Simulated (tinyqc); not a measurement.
Scattering of inversion-layer electrons by surface optical phonons of the gate insulator (remote phonon scattering). Changing the temperature T. Computed by tinyqc, a small Python program. Command: `OMP_NUM_THREADS=1 python tinyqc.py 3113836 3113837 out.jsonl sophonon sweep`. One thread of a shared host (Intel(R) Xeon(R) Processor @ 2.30GHz), about 0.02 s of CPU time with the checks.

One subband with the Fang-Howard envelope; insulator and channel are half-spaces, the gate is far away, and an interlayer only moves the polar surface away by t (its own modes and its permittivity contrast are left out).

Inputs (values chosen for the exercise, modelled on AlN on In0.53Ga0.47As):
```
quantity                                   value        unit
static constant of the insulator eps_0s     9.28           -
intermediate constant eps_i                 7.22           -
optical constant eps_inf                    4.72           -
hbar omega_TO1                              79.1         meV
hbar omega_TO2                              90.2         meV
constant of the channel eps_s               13.9           -
in-plane mass m                           0.0438         m_0
valleys g_v                                    1           -
sheet density n                          9.4e+11      1/cm^2
mean distance of the electrons z0 = 3/b      4.2          nm
interlayer thickness t                         0          nm
mobility from other processes               3360  cm^2/(V s)
```

Screening by the channel electrons: none.

Constants: k_B = 8.617333262e-05 eV/K; hbar^2/(2 m_0) = 3.80998212 eV angstrom^2; e^2/(4 pi eps_0) = 14.39964548 eV angstrom; hbar = 6.582119569e-16 eV s; e = 1.602176634e-19 C; m_0 = 9.1093837015e-31 kg.

Method:
- eps(w) = eps_inf + (eps_0s - eps_i) w1^2/(w1^2 - w^2) + (eps_i - eps_inf) w2^2/(w2^2 - w^2). Surface modes solve eps(w) + eps_s = 0, a quadratic in w^2; the strength of a mode is g = 2/(w d eps/dw).
- Occupation N = 1/(exp(hbar w/(k_B T)) - 1).
- Density of states D = g_v m/(pi hbar^2); eta = E_F/(k_B T) = ln(exp(n/(D k_B T)) - 1); screening wave number q_s = e^2 D/(2 eps_0 eps_avg) x 1/(1 + exp(-eta)), eps_avg = (eps_s + eps_inf)/2; b = 3/z0.
- For a mode of strength g, without the occupation factor, Area x |M(q)|^2 = e^2 hbar w g/(2 eps_0 q) x (b/(b + q))^6 exp(-2 q t).
- Approximate momentum relaxation rate, taking tau v alike in the initial and final states: 1/tau = (m/(2 pi hbar^3)) sum over modes and over absorption (N, E' = E + hbar w) and emission (N + 1, E' = E - hbar w > 0) of [(1 - f(E'))/(1 - f(E))] int_0^(2 pi) Area |M(q)|^2 (1 - cos theta) d theta, q^2 = k^2 + k'^2 - 2 k k' cos theta, f the Fermi function; 48 midpoints in theta from 0 to pi.
- mu = (e/m) int tau E f (1 - f) dE/(k_B T int f dE), by 300 midpoints from 0 to (max(eta, 0) + 14) k_B T; Matthiessen sum with the other processes.

One run for each value:
```
temperature T (K)  remote-phonon mobility (cm^2/(V s))  total mobility (cm^2/(V s))     eta
120                                         2.8272e+08                       3360.0  4.9613
165                                         2.2904e+07                       3359.5  3.5859
210                                         5.1101e+06                       3357.8  2.7787
255                                         1.8731e+06                       3354.0  2.2365
300                                         9.0777e+05                       3347.6  1.8399
345                                         5.2844e+05                       3338.8  1.5325
390                                         3.5735e+05                       3328.7  1.2843
435                                         2.5591e+05                       3316.5  1.0776
480                                         2.0214e+05                       3305.1  0.9013
```

What does the table show?

Over the rows, remote-phonon mobility (cm^2/(V s)) falls from 2.83e8 to 202000 (exponent d ln y / d ln x -7.9 between the first rows and -2.4 between the last); total mobility (cm^2/(V s)) falls from 3360 to 3305 (exponent d ln y / d ln x -4.2e-4 between the first rows and -0.035 between the last); eta falls from 4.96 to 0.901 (exponent d ln y / d ln x -1.0 between the first rows and -1.8 between the last).

Caution (all rows): a relaxation time is only an approximation for inelastic scattering, and static or no screening brackets the true dynamic screening only roughly.
